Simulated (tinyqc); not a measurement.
Surface potential of a MOS transistor: implicit equation and explicit approximations: one step of the calculation.

p-type body, charge-sheet picture, depletion and inversion only, full ionisation (an idealisation for deep acceptors), Boltzmann statistics (rough once Na exp(x - xn) passes about Nc/7). In units of Vt: xg = (Vg - Vfb)/Vt, x = psi/Vt, G = gamma/sqrt(Vt), xn = (2 phiF + Vc)/Vt. The implicit equation is (xg - x)^2 = G^2 [x - 1 + exp(x - xn)] for x above about 3. Cox = eps0 eox/tox.

Question. Potential, charges and gate control. psi = Vt x; N_dep = Cox Vt G sqrt(x - 1)/q; N_inv = (Cox Vt G/q) [sqrt(x - 1 + exp(x - xn)) - sqrt(x - 1)]; dpsi/dVg = 1/[1 + G^2 (1 + exp(x - xn))/(2 (xg - x))].

Inputs (values chosen for the exercise); band and dielectric values those of a made-up semiconductor: temperature T = 300 K; relative permittivity of the gate insulator (close to silicon dioxide) eox = 3.9; insulator thickness tox = 7.9 nm; channel-body voltage Vc = 1 V.

Constants: q = 1.602176634e-19 C, kB = 1.380649e-23 J/K, Vt = kB T/q, eps0 = 8.8541878128e-14 F/cm where lengths are in cm. Results are converted to the units shown.

converged x = 67.283904
G = 0.95296550
xn = 73.817374
xg = 75.042551

Wanted: psi; N_dep; N_inv; dpsi/dVg.

Answer.

psi = 1.739 V
N_dep = 5.472e11 cm^-2
N_inv = 6.002e6 cm^-2
dpsi/dVg = 0.9446

psi lies 6.5 Vt below 2 phiF + Vc.

Numbers from tinyqc (`OMP_NUM_THREADS=1 python tinyqc.py 2122063 2122064 out.jsonl`; about 0.01 s on one thread of a shared Intel Xeon 2.30GHz).
